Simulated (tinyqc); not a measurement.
Signal and retention of a DRAM cell: one step of the calculation.

A stored one starts at Vd and leaks: Cs dV/dt = -I(V), I = a sqrt((V + Vb)/(Vd + Vb)) + b, with a = Ig exp[-(Eg1 q/kB)(1/T - 1/T0)] (generation in a depletion layer) and b = Is exp[-(Es q/kB)(1/T - 1/T0)]. The bit line is precharged to Vd/2, and charge sharing gives the signal (V - Vd/2) Cs/(Cs + Cb).

Problem. Retention time. With s = sqrt((Vc + Vb)/(Vd + Vb)), the time from Vd to Vc is t = [2 Cs (Vd + Vb)/a] [1 - s - (b/a) ln((a + b)/(a s + b))].

Parameters, values chosen for the exercise:
- Vd = 1.1 V (array voltage)
- Cs = 17 fF (cell capacitance)
- Vb = 1.47 V (built-in plus back-bias voltage of the storage junction)
- Ig = 1.9 fA (junction leakage at V = Vd and T0)
- Is = 0.11 fA (voltage-independent leakage at T0)
- Es = 0.32 eV (activation energy of Is)
- T0 = 358 K (reference temperature)
- T = 358 K (temperature)
- Eg1 = 0.55 eV (activation energy of Ig)

Constants: q = 1.602176634e-19 C, kB = 1.380649e-23 J/K. Results are converted to the units shown.

Vc = 0.82047059 V

Give: a; b; retention time; estimate with the current held at a + b.

Solution.

a = 1.9000 fA
b = 0.11000 fA
retention time = 2.4284 s
estimate with the current held at a + b = 2.3642 s

Range of the model: Real arrays also hold a tail of unusually leaky cells and cells whose retention varies in time, which this model lacks.

Computed by the program tinyqc: `OMP_NUM_THREADS=1 python tinyqc.py 2130123 2130124 out.jsonl`, one thread of a shared Intel Xeon 2.30GHz, about 0.01 s for the whole run.
